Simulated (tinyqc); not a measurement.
What each change does: conductance of a narrow metal strip with scatterers (square lattice, Green functions).

A strip of W sites across with hard walls, site energy 0 and hopping -t. Mode n = 1 to W has profile chi_n(j) = sqrt(2/(W + 1)) sin(n j pi/(W + 1)) and energy en = -2t cos(n pi/(W + 1)); E = en - 2t cos(kn a). With z_n = exp(i kn a) (Im k > 0 for closed modes, |z| < 1) each lead gives the self-energy -t z_n in mode n. One column carries the site energies v, here a notch at the edge (a site raised out of reach). In the mode basis V_nm = sum_j chi_n(j) v_j chi_m(j), G = (E - en + 2 t z_n - V)^-1, and t_nm = 2t sqrt(sin(kn a) sin(km a)) G_nm in size for open modes. T = sum |t_nm|^2, conductance (2e^2/h) T.

Constants: e^2/h = 3.874045865e-05 S.

Inputs chosen for the exercise (hopping and spacing of the size met in Cu or Al; the lattice is a model; not measured data):
```
symbol  value       unit  meaning
t       1.82        eV    hopping
W       3                 sites across
E       -0.11       eV    Fermi energy
v       (50, 0, 0)  eV    site energies in the scattering column
```

Open modes M, T and the added resistance (1/T - 1/M)/(2 e^2/h).

Results for these values:
```
case  M       T  added resistance (ohm)
base  3  2.0036                    2139
```

What happens to each result for t = 1.893 eV, all else kept?

Answer: M does not change at the printed digits; T rises from 2.0036 to 2.0039; added resistance falls from 2139 to 2138.

The same for each parameter in turn:
```
case                M       T  added resistance (ohm)
base                3  2.0036                    2139
t = 1.893 eV        3  2.0039                    2138
E = 0.04 eV         3  2.0036                    2139
v = (50, 50, 0) eV  3  1.0063                    8524
```

Computed by tinyqc, a small Python program: `OMP_NUM_THREADS=1 python tinyqc.py 1451267 1451268 out.jsonl` (the numbers bound the seed that draws the inputs); one thread of a shared host (Intel(R) Xeon(R) Processor @ 2.30GHz), about 0.01 s for the whole set of steps.
